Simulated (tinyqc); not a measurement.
Sp3 tight binding, zinc-blende lattice, step by step. One step of it, computed by the program tinyqc.

Problem. Bloch Hamiltonian at k. Slater-Koster rules over the four bonds with direction cosines (l, m, n): ss V_ss; s-px l V_sp; px-s -l V_sp; px-px l^2 V_pps + (1 - l^2) V_ppp; px-py l m (V_pps - V_ppp); each times exp(i k.d).

Parameters chosen for this model: zinc-blende lattice, anion at 0, cation at a/4 (1,1,1); V = eta hbar^2 / (m d^2), hbar^2/m = 7.619964 eV angstrom^2:
```
parameter,value,unit
a,6.120000,angstrom
d,2.650038,angstrom
Es anion,-15.480000,eV
Ep anion,-7.590000,eV
Es cation,-15.480000,eV
Ep cation,-7.590000,eV
eta ss,-1.400000,
eta sp,1.840000,
eta pp sigma,3.240000,
eta pp pi,-0.810000,
V ss,-1.519067,eV
V sp,1.996488,eV
V pp sigma,3.515554,eV
V pp pi,-0.878889,eV
```

k point k (2 pi / a): -0.710000  0.550000  -0.110000

Give: H(k) at k.

Solution.

H(k) at k (eV):
```
,a s,a px,a py,a pz,c s,c px,c py,c pz
a s,-15.4800,0.0000,0.0000,0.0000,-1.7102+0.7134i,0.2652-2.6490i,-0.4623+1.5195i,3.1016-0.2265i
a px,0.0000,-7.5900,0.0000,0.0000,-0.2652+2.6490i,0.6597-0.2752i,3.9415-0.2878i,-0.5875+1.9309i
a py,0.0000,0.0000,-7.5900,0.0000,0.4623-1.5195i,3.9415-0.2878i,0.6597-0.2752i,0.3370-3.3664i
a pz,0.0000,0.0000,0.0000,-7.5900,-3.1016+0.2265i,-0.5875+1.9309i,0.3370-3.3664i,0.6597-0.2752i
c s,-1.7102-0.7134i,-0.2652-2.6490i,0.4623+1.5195i,-3.1016-0.2265i,-15.4800,0.0000,0.0000,0.0000
c px,0.2652+2.6490i,0.6597+0.2752i,3.9415+0.2878i,-0.5875-1.9309i,0.0000,-7.5900,0.0000,0.0000
c py,-0.4623-1.5195i,3.9415+0.2878i,0.6597+0.2752i,0.3370+3.3664i,0.0000,0.0000,-7.5900,0.0000
c pz,3.1016+0.2265i,-0.5875-1.9309i,0.3370+3.3664i,0.6597+0.2752i,0.0000,0.0000,0.0000,-7.5900
```
